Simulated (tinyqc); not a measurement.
Worked calculation: q-state Potts model on a small periodic square lattice: enumeration, Metropolis, heat-bath and Wolff steps. Computed by tinyqc, a small Python program that keeps every step. Command: `OMP_NUM_THREADS=1 python tinyqc.py 3112889 3112890 out.jsonl potts walk`. One thread of a shared host (Intel(R) Xeon(R) Processor @ 2.30GHz), about 0.08 s of CPU time with the checks. Intermediate numbers are printed to about 6 digits and carried at full precision; extremes and crossings named in words are read from the listed rows.

E = -J x (number of nearest-neighbour bonds with equal states); n x n sites with periodic edges have 2 n^2 bonds. Order parameter m = (q f - 1)/(q - 1), f being the largest share of one state. Sites are numbered row by row from 0. Here q = 3 and n = 3.

Inputs (values chosen for the exercise, for a model of domains or grain orientations):
```
quantity,value,unit
number of states q,3,-
edge n,3,-
coupling J,62,meV
temperature T,1140,K
seed,254466,-
```

Update: heat bath.

Constants: k_B = 8.617333262e-05 eV/K.

## Scales

K = J/(k_B T); the infinite square lattice orders at K_c = ln(1 + sqrt(q)); Wolff bond probability p = 1 - exp(-K).

K = 0.631123

K_c = 1.00505

T_c of the infinite lattice = 715.863 K

p = 0.468006

## Density of states

All q^(n^2) states are counted by their number b of equal bonds; weights g(b) exp(K b), K = J/(k_B T). Per site: u = -J <b>/n^2, c/k_B = K^2 (<b^2> - <b>^2)/n^2.

States by number of equal bonds:
```
b,g(b),probability
0,12,4.57499e-06
2,540,7.27426e-04
3,936,2.37009e-03
4,3240,1.54215e-02
5,3996,3.57520e-02
6,3348,5.63058e-02
7,3240,1.02425e-01
8,2592,1.54024e-01
9,660,7.37210e-02
10,810,1.70069e-01
11,108,4.26243e-02
12,144,1.06829e-01
14,54,1.41549e-01
18,3,9.81765e-02
```

The most probable level has b = 10 of 18 bonds.

## Exact averages

ln Z = ln sum g(b) exp(K b); entropy per site s/k_B = (ln Z - K <b>)/n^2.

<b> = 10.3999

energy u = -71.6436 meV/site

heat capacity c = 0.574583 k_B/site

entropy s = 0.912912 k_B/site

## Order parameter

The same sums with m: <m> and the Binder ratio U = 1 - <m^4>/(3 <m^2>^2).

<m> = 0.527782

Binder ratio U = 0.415239

## Eight single-site steps

start states:
```
,1,2,3
1,1,0,0
2,2,2,0
3,1,1,1
```

random numbers, one row a step:
```
,1,2,3
1,0.8604,0.6413,0.4775
2,0.1404,0.2290,0.8383
3,0.1118,0.3108,0.6255
4,0.6261,0.4619,0.6775
5,0.8476,0.2202,0.2111
6,0.2348,0.0728,0.2516
7,0.3726,0.8304,0.3056
8,0.5233,0.1704,0.0335
```

Site = floor(r1 n^2). State c is drawn with probability exp(K k_c)/sum exp(K k), k_c the number of neighbours in state c: the first c whose cumulative probability reaches r2; r3 is not used.

Steps:
```
site,old,neighbours in each state,P(old),P(new),new
7,1,1 2 1,0.484499,0.484499,1
1,0,1 2 1,0.257751,0.257751,0
1,0,1 2 1,0.257751,0.484499,1
5,0,1 1 2,0.257751,0.257751,1
7,1,0 3 1,0.697554,0.697554,1
2,0,0 4 0,0.069039,0.861922,1
3,2,0 3 1,0.197420,0.197420,2
4,2,0 3 1,0.197420,0.697554,1
```

states afterwards:
```
,1,2,3
1,1,1,1
2,2,1,1
3,1,1,1
```

## A longer run and its error bar

After 400 updates are discarded, b is recorded for 4000 sweeps of n^2 steps of the update named (random numbers not printed, so these rows are one sample). Records are averaged in blocks; the error is the scatter of block means over sqrt(number of blocks), and the last column its square over that for single records.

Blocking:
```
block length,mean b,error,variance ratio
1,10.37175,0.057108,1.00000
4,10.37175,0.081420,2.03268
16,10.37175,0.094782,2.75458
40,10.37175,0.101769,3.17567
100,10.37175,0.106031,3.44727
```

The run gives 10.372 +/- 0.102 (blocks of 40) against the exact 10.400, a difference of 0.3 error bars. Single records understate the error by a factor of about 1.8, because successive records are correlated.

## Across the transition

m and U = 1 - <m^4>/(3 <m^2>^2) from the same sums; K = K_c T_c/T.

Exact values for this lattice:
```
T/T_c,share of equal bonds,c (k_B/site),<m>,U
0.50,0.998601,0.04719,0.998909,0.666444
0.70,0.982993,0.32242,0.985444,0.663094
0.85,0.943806,0.75234,0.947663,0.651693
0.95,0.898668,1.05149,0.900833,0.635291
1.00,0.871061,1.16200,0.871111,0.623767
1.10,0.810163,1.25683,0.803462,0.594241
1.25,0.719837,1.12255,0.699092,0.538551
1.50,0.606977,0.69923,0.563549,0.444315
2.00,0.497909,0.26539,0.429633,0.331377
3.00,0.425694,0.07972,0.343875,0.269760
```

c is largest, 1.26 k_B, at T/T_c = 1.1: on so small a lattice the transition is a broad bump. At T_c the infinite lattice has a share (1 + 1/sqrt(q))/2 = 0.789 of equal bonds, against 0.871 here. <m> stays at 0.34 at 3 T_c, since the largest share among 9 sites always exceeds 1/q on average.

Checks made by the program: number of states (relative difference below 1e-10).
